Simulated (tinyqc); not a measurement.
# Programming of a floating-gate cell by Fowler-Nordheim tunnelling, step by step

tinyqc, about 0.01 s, one thread, Intel Xeon 2.30GHz (shared host): `OMP_NUM_THREADS=1 python tinyqc.py 2130067 2130068 out.jsonl` Printed values are rounded.

Per tunnel area the floating gate has Ctun = 3.9 eps0/tox to the channel (0 V) and Ccg to the control gate, Ct = Ctun/(1 - ag), no other coupling. With the threshold shift U = -Q/Ccg the field is F = ag (Vg - U)/tox, and dU/dt = J/Ccg. Fowler-Nordheim: J = A F^2 exp(-B/F), A = q^2/(16 pi^2 hbar mo phi) (times 1e14 for A/cm^2 with F in V/nm, emitter mass m0), B = (4/3) sqrt(mo/C) phi^1.5, C = hbar^2/(2 m0).

Inputs (values chosen for the exercise); oxide values close to those of silicon dioxide: tunnel barrier phi = 3.02 eV; tunnelling mass mo = 0.44 m0; tunnel oxide thickness tox = 6.5 nm; coupling ratio Ccg/Ct ag = 0.62; tunnel area ar = 670 nm^2; threshold shift at the start Vt0 = -1.3 V; control-gate voltage Vg = 11.5 V; time step dt = 0.54 us; steps n = 8.

Constants: q = 1.602176634e-19 C, hbar = 1.054571817e-34 J s, m0 = 9.1093837015e-31 kg, eps0 = 8.8541878128e-14 F/cm where lengths are in cm, hbar^2/(2 m0) = 0.0380998212 eV nm^2. Results are converted to the units shown.

Range of the model: Programming fields of 10 MV/cm and more wear the oxide; trapping and the channel potential are ignored.

## Constants of the cell

A, B, Ccg = ag Ct, the starting field and current, K = A B ag/(Ccg tox), and the knee time t0 = exp(B/F(0))/K.

A = 1.160019e8 A cm^-2 (V/nm)^-2
B = 23.78012 V/nm
Ccg = 0.8667784 uF/cm^2
F(0) = 1.220923 V/nm
J(0) = 0.6011974 A/cm^2
K = 3.035635e14 1/s
t0 = 0.9474913 us
electrons for 1 V of shift = 36.24703

## Explicit time steps against the exact solution

U(new) = U + dt J(F(U))/Ccg. Exact: exp(B/F(t)) = exp(B/F(0)) + K t, K = A B ag/(Ccg tox), and U = Vg - tox F/ag.

```
step,t (us),F (V/nm),J (A/cm^2),U by steps (V),U exact (V)
0,0,1.220923,0.6011974,-1.300000,-1.300000
1,0.54,1.185197,0.3149526,-0.925456,-1.010302
2,1.08,1.166482,0.2211105,-0.729242,-0.818852
3,1.62,1.153342,0.1713587,-0.591491,-0.676777
4,2.16,1.143159,0.1401006,-0.484735,-0.564297
5,2.7,1.134834,0.1185261,-0.397453,-0.471477
6,3.24,1.127791,0.1027002,-0.323611,-0.392634
7,3.78,1.121688,0.09058054,-0.259629,-0.324219
8,4.32,1.116305,0.08099550,-0.203198,-0.263872
```

The steps run ahead by 84.8 mV after the first and 60.7 mV after the last, as each uses the larger current of its start; the step is 0.57 of the knee time t0. The overshoot lowers the field, so later steps gain less than the exact curve and the error ends smaller than after the first step.
